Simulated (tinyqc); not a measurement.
Raising U: Hubbard chain of 3 sites, mean field against exact. Computed by the program tinyqc. Collinear unrestricted mean field (the lowest of 40 random starts) against exact diagonalisation.

one-body matrix (hopping and site energies) (eV):
```
,1,2,3
1,0.0000,-1.1600,0.0000
2,-1.1600,0.0000,-1.1600
3,0.0000,-1.1600,0.0000
```

electrons, up and down: 2  1

Exact and mean-field results (eV):
```
U,U/t,E exact,E mean field,mean |n_up - n_down|,"double occupancy, exact",first gap in the sector
0.580,0.500,-2.93567,-2.92217,0.367,0.188,1.560
1.160,1.000,-2.62571,-2.57333,0.413,0.168,1.466
2.320,2.000,-2.11130,-1.93333,0.556,0.129,1.262
3.480,3.000,-1.72301,-1.44166,0.729,0.096,1.072
4.640,4.000,-1.43384,-1.11907,0.837,0.072,0.912
6.960,6.000,-1.05181,-0.76198,0.926,0.042,0.685
9.280,8.000,-0.82095,-0.57533,0.958,0.026,0.539
13.920,12.000,-0.56463,-0.38531,0.981,0.013,0.374
23.200,20.000,-0.34458,-0.23171,0.993,4.85e-03,0.229
```

What does the comparison show, and why?

In absolute terms mean field is worst at U/t = 4.0, 0.315 eV too high: at small U it is nearly exact, and at large U it misses only exchange-scale energies. Relative to the exact energy its error is 0.5 % at the smallest U, 33 % at most and 33 % at the largest. The double occupancy falls from 0.188 to 0.005; at the largest U the first gap is 0.99 times the exchange scale 4t^2/U.
